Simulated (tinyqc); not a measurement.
RKS/LDA (PW92) in the 3-21g basis, for H3+, spin multiplicity 1, step by step. One step of it, computed by the program tinyqc.

Question. Iteration 2: diagonalisation and new density. Diagonalise F' = X^T F X, C = X C', fill 1 alpha and 1 beta electrons from the bottom; D = 2 C_occ C_occ^T; the new density keeps 0.2 of the old one (damping). Each column has its largest component positive (the first on a tie).

Kohn-Sham matrix F (hartree):
```
           1H 1s      1H 2s      2H 1s      2H 2s      3H 1s      3H 2s
1H 1s  -0.306291  -0.602885  -0.256499  -0.371689  -0.256499  -0.371689
1H 2s  -0.602885  -0.637236  -0.367846  -0.466644  -0.367846  -0.466644
2H 1s  -0.256499  -0.367846  -0.304539  -0.571597  -0.004159  -0.078288
2H 2s  -0.371689  -0.466644  -0.571597  -0.545338  -0.078288  -0.190833
3H 1s  -0.256499  -0.367846  -0.004159  -0.078288  -0.304539  -0.571597
3H 2s  -0.371689  -0.466644  -0.078288  -0.190833  -0.571597  -0.545338
```

X:
```
               1          2          3          4          5         6
1H 1s  -0.779177   0.000000   0.812673   0.781649   0.000000  0.233044
1H 2s   2.468345   0.000000  -0.524323   0.195860   0.000000  0.327772
2H 1s   0.319542  -0.846663   0.698536  -0.491484   0.440884  0.172529
2H 2s  -1.453540   1.004290  -0.509447  -0.151249   0.371686  0.253771
3H 1s   0.319542   0.846663   0.698536  -0.491484  -0.440884  0.172529
3H 2s  -1.453540  -1.004290  -0.509447  -0.151249  -0.371686  0.253771
```

D after iteration 1:
```
          1H 1s     1H 2s      2H 1s      2H 2s      3H 1s      3H 2s
1H 1s  0.182294  0.271944   0.097574   0.041055   0.097574   0.041055
1H 2s  0.271944  0.405683   0.145560   0.061245   0.145560   0.061245
2H 1s  0.097574  0.145560   0.368124  -0.318981  -0.263668   0.362930
2H 2s  0.041055  0.061245  -0.318981   0.377249   0.362930  -0.358757
3H 1s  0.097574  0.145560  -0.263668   0.362930   0.368124  -0.318981
3H 2s  0.041055  0.061245   0.362930  -0.358757  -0.318981   0.377249
```

overlap S:
```
          1H 1s     1H 2s     2H 1s     2H 2s     3H 1s     3H 2s
1H 1s  1.000000  0.645899  0.145432  0.336447  0.145432  0.336447
1H 2s  0.645899  1.000000  0.336447  0.673636  0.336447  0.673636
2H 1s  0.145432  0.336447  1.000000  0.645899  0.000667  0.047714
2H 2s  0.336447  0.673636  0.645899  1.000000  0.047714  0.205921
3H 1s  0.145432  0.336447  0.000667  0.047714  1.000000  0.645899
3H 2s  0.336447  0.673636  0.047714  0.205921  0.645899  1.000000
```

Give: F' = X^T F X; orbital energies; coefficients C; D after iteration 2.

Answer.

F' = X^T F X (hartree):
```
        1       2       3       4       5       6
1   0.392   0.000  -0.088  -0.392   0.000  -0.024
2   0.000   0.532   0.000   0.000  -0.167   0.000
3  -0.088   0.000   0.451  -0.027   0.000  -0.078
4  -0.392   0.000  -0.027  -0.005   0.000  -0.012
5   0.000  -0.167   0.000   0.000  -0.538   0.000
6  -0.024   0.000  -0.078  -0.012   0.000  -0.772
```

orbital energies (hartree): MO1 -0.778, MO2 -0.563, MO3 -0.251, MO4 0.444, MO5 0.557, MO6 0.652

coefficients C:
```
         MO1     MO2     MO3     MO4     MO5     MO6
1H 1s  0.286   0.000   0.312   0.410   0.000  -1.259
1H 2s  0.392   0.000   1.395  -0.051   0.000   2.101
2H 1s  0.212   0.308  -0.194   0.833  -0.903   0.291
2H 2s  0.159   0.519  -0.952  -0.764   0.937  -0.972
3H 1s  0.212  -0.308  -0.194   0.833   0.903   0.291
3H 2s  0.159  -0.519  -0.952  -0.764  -0.937  -0.972
```

D after iteration 2:
```
       1H 1s  1H 2s   2H 1s   2H 2s   3H 1s   3H 2s
1H 1s  0.167  0.234   0.117   0.081   0.117   0.081
1H 2s  0.234  0.327   0.162   0.112   0.162   0.112
2H 1s  0.117  0.162   0.146  -0.010   0.019   0.126
2H 2s  0.081  0.112  -0.010   0.116   0.126  -0.032
3H 1s  0.117  0.162   0.019   0.126   0.146  -0.010
3H 2s  0.081  0.112   0.126  -0.032  -0.010   0.116
```
